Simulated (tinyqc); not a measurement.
Worked calculation: tight binding, dimerised chain. One step of it, computed by the program tinyqc.

Question. Levels at X. Diagonalise the Hermitian matrix.

H(k) at X (eV):
```
          A          B
A  0.760000   0.390000
B  0.390000  -0.760000
```

Give: eigenvalues; weights |c|^2 of the basis functions.

Answer.

eigenvalues (eV): -0.8542  0.8542

weights |c|^2 of the basis functions:
```
   band 1  band 2
A  0.0552  0.9448
B  0.9448  0.0552
```
